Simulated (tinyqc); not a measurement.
Comparisons within one model: valley splitting of a silicon quantum well in envelope theory. A value that a table varies takes the place of the one given here.

The well lies at 0 < z < L; U(z) = V0 [1/(1 + exp(z/w)) + 1/(1 + exp((L - z)/w))] - e F z, 1 mV/nm = 1e-4 eV/angstrom. The envelope psi solves -(c/ml) psi'' + U psi = E psi, c = hbar^2/2m0, by three-point differences on a grid of 0.1 angstrom from -40 to L + 40 angstrom. The two valleys at +/- k0 couple through D = C0 times the integral of exp(-i q z) U(z) psi^2, q = 2 k0 (2 pi/a), and split by Ev = 2|D|.

Random alloy: with Y(z) = Yw + (Yb - Yw) B(z), B the bracket in U, and in-plane density exp(-r^2/ad^2)/(pi ad^2), D gains a random complex part of variance sigma^2 = (C0^2/pi)(a^2 V0/(8 ad (Yb - Yw)))^2 (4/a) times the integral of psi^4 Y (1 - Y). Alone it gives a mean splitting sqrt(pi) sigma; together with the smooth part the rms splitting is 2 sqrt(|D|^2 + sigma^2).

Constants: hbar^2/2m0 = 3.80998211 eV angstrom^2.

Inputs chosen for the exercise (near those of a strained Si well in SiGe; the results hold for these values, not for the real material): L = 48 angstrom (well width); V0 = 0.18 eV (conduction offset); ml = 0.904 m0 (mass along z); F = 1.6 mV/nm (field pressing towards the upper interface); k0 = 0.841 2 pi/a (valley position); a = 5.431 angstrom (lattice constant); C0 = 0.255 (Bloch overlap factor); Yb = 0.29 (Ge share of the barrier); Yw = 0 (Ge share of the well); ad = 140 angstrom (dot radius); ws = (0.3, 0.5, 1.1, 1.3, 1.9, 3.2, 4.2) angstrom (interface widths); Ls = (48, 49.4, 50.7, 52.1, 53.4, 54.8, 56.1, 57.5) angstrom (widths in steps of one atomic layer, a/4, rounded to the grid); F2 = 0 mV/nm (second field, zero or weak); w1 = 0.7 angstrom (interface width for this table); w = 1.1 angstrom (interface width parameter).

## Sharpness of the interface

The smooth part 2|D| and the disorder part against w, beside y/sinh(y) with y = pi q w. The 12 to 88 % width of the step is 4w.

Results:
```
w (angstrom)  4w (angstrom)  2|D| (micro-eV)  y/sinh(y)  sqrt(pi) sigma (micro-eV)
0.3                     1.2            99.85       0.60                        6.9
0.5                     2.0            57.17       0.29                        7.5
1.1                     4.4             3.95      0.016                       10.5
1.3                     5.2             1.33     0.0056                       11.8
1.9                     7.6             0.03    0.00021                       16.9
3.2                    12.8             0.00    1.2e-07                       33.0
4.2                    16.8             0.00    3.6e-10                       49.3
```

The smooth part needs a Fourier component of U psi^2 at a wavelength of 3.23 angstrom; from the first row to the third it falls by a factor 25.3, while y/sinh(y) falls by 37.2 (the envelope near the step and the phase between the two interfaces change too). The disorder part goes from 6.9 to 49.3 micro-eV, growing as the electron overlaps more alloy. It takes over between w = 0.5 and 1.1 angstrom, that is a step 2.0 to 4.4 angstrom wide, with 1.36 angstrom to an atomic layer.

## Adding atomic layers

The smooth splitting Ev = 2|D| with w = w1, at the field F2 and at F.

Results:
```
L (angstrom)  q L mod 2 pi  Ev at F2 (micro-eV)  Ev at F (micro-eV)
48.0                  5.44                 26.2                26.6
49.4                  1.88                 2.36                5.57
50.7                  4.41                 23.4                23.8
52.1                  0.85                 9.21                10.4
53.4                  3.38                 15.6                16.3
54.8                  6.11                 15.9                16.5
56.1                  2.35                 5.85                7.67
57.5                  5.08                 17.2                17.8
```

At F2 the splitting swings between 2.36 and 26.2 micro-eV, a ratio of 11.1, as the two interfaces add with the phase q L, which advances on average by 2.64 rad a layer. At F the ratio is 4.77, where in the first row psi^2 at the upper interface is 1.44 times that at the lower one.

## What each parameter does

Orbital spacing, psi^2 at z = L, the smooth splitting and sigma; V0 is held fixed when Yw changes. Each row changes one parameter from the base and keeps the others.

Results:
```
case               E2 - E1 (meV)  psi^2(L) (1e-3/angstrom)  2|D| (micro-eV)  sigma (micro-eV)
base                       38.12                     2.587             3.95               5.9
ad = 180 angstrom          38.12                     2.587             3.95               4.6
Yw = 0.03                  38.12                     2.587             3.95              62.5
L = 54 angstrom            31.49                     2.023             2.45               4.5
V0 = 0.225 eV              40.00                     2.105             4.04               6.4
w = 0.77 angstrom          37.48                     2.703            19.65               4.9
F = 2.4 mV/nm              38.23                     2.815             4.01               6.1
k0 = 0.821 2 pi/a          38.12                     2.587             1.55               5.9
C0 = 0.306                 38.12                     2.587             4.74               7.1
```

The largest shifts from the base row, up to three for each result and ties (the steps differ in size, so this ranks the rows, not the parameters). E2 - E1 (meV): L -6.63, V0 +1.87, w -0.64; unchanged at the printed digits by ad, Yw, k0 and C0. psi^2(L) (1e-3/angstrom): L -0.564, V0 -0.482, F +0.228; unchanged at the printed digits by ad, Yw, k0 and C0. 2|D| (micro-eV): w +15.70, k0 -2.40, L -1.50; unchanged at the printed digits by ad and Yw. sigma (micro-eV): Yw +56.6, L -1.4, ad -1.3; unchanged at the printed digits by k0.

tinyqc: `OMP_NUM_THREADS=1 python tinyqc.py 1250812 1250813 out.jsonl`; about 0.05 s, one thread, shared Intel(R) Xeon(R) Processor @ 2.30GHz.
